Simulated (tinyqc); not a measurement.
From peak-to-valley ratio back to satellite-valley mobility mu2: two-valley model of the transferred-electron effect. Computed by tinyqc, a small Python program. Command: `OMP_NUM_THREADS=1 python tinyqc.py 3015387 3015388 out.jsonl gunn inv`. One thread of a shared host (Intel(R) Xeon(R) Processor @ 2.30GHz), about 0.03 s of CPU time with the checks.

Both kinds of valley share one electron temperature T_e, and each has a constant mobility.

Inputs (values chosen for the exercise, modelled on In0.53Ga0.47As):
```
quantity                      value        unit
central-valley mass m1        0.043         m_0
satellite-valley mass m2       0.26         m_0
satellite valleys Z               4           -
valley separation dE           0.56          eV
central-valley mobility mu1   11000  cm^2/(V s)
energy relaxation time tau_E    1.3          ps
lattice temperature T           150           K
```

Solver: bisection.

Constants: k_B = 8.617333262e-05 eV/K.

Method. Density-of-states ratio R = Z (m2/m1)^(3/2); n2/n1 = R exp(-dE/(k_B T_e)); mean mobility mu = (mu1 + mu2 n2/n1)/(1 + n2/n1); energy balance e mu F^2 = (3/2) k_B (T_e - T)/tau_E; v = mu F. Using T_e as the parameter, F(T_e) = sqrt(3 k_B (T_e - T)/(2 e mu tau_E)) and v = mu F; find the first maximum and the next minimum of v, and the most negative dv/dF between them.

Problem. A run gave the result below. Find the satellite-valley mobility mu2, known to lie between 140 and 270 cm^2/(V s).

peak-to-valley ratio = 1.502032

Solution.

Each step takes the trial c = (a f_b - b f_a)/(f_b - f_a), f being the result less the target and a, b, c the logarithms of the listed values; c replaces end b, the old b replaces a if the sign of f changed, and otherwise f_a is halved.

Scan of the range:
```
satellite-valley mobility mu2 (cm^2/(V s))  peak-to-valley ratio
140                                                      1.56600
156                                                      1.55178
174                                                      1.53657
194                                                      1.52056
217                                                      1.50320
242                                                      1.48546
270                                                      1.46685
```

False position (Illinois rule, in the logarithm of the input) inside the bracket:
```
step    end a    end b    trial  peak-to-valley ratio
1     217.000  242.000  218.566               1.50206
2     242.000  218.566  218.599               1.50203
3     242.000  218.599  218.601               1.50203
4     218.599  218.601  218.600               1.50203
```

Peak-to-valley ratio falls at every point of a 13-point scan of the range (every second point is shown), so one value fits; it is bracketed by 217 and 242. Answer: satellite-valley mobility mu2 = 218.6 cm^2/(V s).
